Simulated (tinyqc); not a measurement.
## Trap depth and cross-section from two peaks

Inverse problem. A DLTS peak lies where ew = sn g T^2 exp(-Et/kB T), g = vth Nc/(300 K)^2. Find Et and sn.

Inputs (values chosen for the exercise): conduction-band density of states at 300 K Nc = 2.79e19 cm^-3; thermal velocity at 300 K vth = 2.3e7 cm/s.

Constants: q = 1.602176634e-19 C, kB = 1.380649e-23 J/K. Results are converted to the units shown.

peak temperatures for ew = 20 and 2000 1/s (K): [211.24818, 259.57458]

Solution. The slope of ln(ew/T^2) against q/kB T is -Et, and the intercept is ln(sn g).

Et = 0.4100 eV
sn = 3.800e-16 cm^2

Computed by the program tinyqc: `OMP_NUM_THREADS=1 python tinyqc.py 2050136 2050137 out.jsonl`, one thread of a shared Intel Xeon 2.30GHz, about 0.01 s for the whole run.
